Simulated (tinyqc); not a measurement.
# Worked calculation: six-transistor SRAM cell, nodal equations and margins

Numbers from tinyqc (`OMP_NUM_THREADS=1 python tinyqc.py 2340107 2340108 out.jsonl`; about 0.2 s on one thread of a shared Intel Xeon 2.30GHz). Printed values are rounded.

Two cross-coupled inverters (pull-down bn, pull-up bp) hold the nodes Q and QB; access transistors (ba, threshold VTn, gate on the word line at Vdd when selected) join them to the bit lines. Transistor (EKV form, voltages against the body): I = 2 n b Vt^2 [F(vp - Vs) - F(vp - Vd)] from drain to source, F(v) = ln^2(1 + exp(v/(2 Vt))), vp = (Vg - VT + sg |Vd - Vs|)/n. n-channel bodies are at 0; for the p-channel device all voltages are counted down from Vdd. b in uA/V^2 gives I in uA. For an access transistor the bit line is the drain and the node the source. In a read both bit lines are at Vdd. The cell is symmetric (no mismatch).

Inputs (values chosen for the exercise): temperature T = 300 K; supply voltage Vdd = 0.8 V; slope factor n = 1.13; drain-induced barrier lowering sg = 0.109; n-channel threshold VTn = 0.39 V; p-channel threshold (magnitude) VTp = 0.37 V; gain factor of the pull-down transistor bn = 150 uA/V^2; gain factor of the access transistor ba = 100 uA/V^2; gain factor of the pull-up transistor bp = 44 uA/V^2.

Constants: q = 1.602176634e-19 C, kB = 1.380649e-23 J/K, Vt = kB T/q. Results are converted to the units shown.

## Iteration 1: node voltages in a read by Newton steps

(Q, QB) at the start (V): Q 0.000000, QB 0.800000

F1 = In(gate QB, drain Q) - Ip(gate QB, drain Q) - Ia(bit line, Q), F2 the same with Q and QB exchanged; J by central differences with +/- 1e-6 V; solve J d = -F, limit each component to +/- 0.15 V and add.

F1, F2 (uA): [-10.9389, 0.0000]

J (uS):
```
          Q      QB
F1  115.959   0.000
F2    0.000  18.910
```

(Q, QB) after iteration 1 (V): Q 0.094334, QB 0.799998

## Iteration 2: node voltages in a read by Newton steps

As before.

F1, F2 (uA): [-1.21909, 0.00015]

J (uS):
```
          Q       QB
F1  90.0785  14.2714
F2   0.0060  14.7310
```

(Q, QB) after iteration 2 (V): Q 0.107870, QB 0.799983

## Course of the iteration: node voltages in a read by Newton steps

Stop when the largest change of (Q, QB) is below 1e-9 V, or after 30 iterations. The rule counts as met only at the stable state with Q low.

Course of the iteration:
```
iteration      Q (V)  largest |change| of one entry (V)
1          0.0943343                             0.0943
2           0.107870                             0.0135
3           0.108164                            2.94e-4
4           0.108164                            1.40e-7
5           0.108164                           3.25e-14
```

Converged in 5 iterations. At the end the number of correct digits about doubles with each step.

## Read current and disturbance

(Q, QB) (V): Q 0.108164, QB 0.799980

Iread = Ia(bit line at Vdd, source Q); cell ratio bn/ba; time to pull a bit line of 20 fF down by 0.1 V at that current.

Iread = 5.84017 uA
cell ratio = 1.5
time = 342.456 ps

The read lifts the low node to 108 mV, against a balance point of 390 mV.

## The largest square in the read butterfly

c, point 0 to 6 (V): [0.13, 0.22, 0.31, 0.37, 0.44, 0.48, 0.52]

f(x) is the node voltage of one half-cell in a read for input x (In - Ip - Ia = 0). Static noise margin: side of the largest square between the curve (x, f(x)) and its mirror image (f(y), y); with h(c) the root x of f(x) - x = c, it is the maximum over c > 0 of h(c) - h(-c) + c.

h(c), point 0 to 6 (V): [0.366802, 0.357681, 0.348241, 0.339625, 0.320230, 0.300460, 0.272544]
h(-c), point 0 to 6 (V): [0.444718, 0.490953, 0.538744, 0.571434, 0.612230, 0.637791, 0.665248]
side, point 0 to 6 (V): [0.052083, 0.086728, 0.119497, 0.138191, 0.148001, 0.142669, 0.127296]

The maximum over c is 148.0 mV, the read margin; with the word line off (no Ia) the same construction gives 306.0 mV.
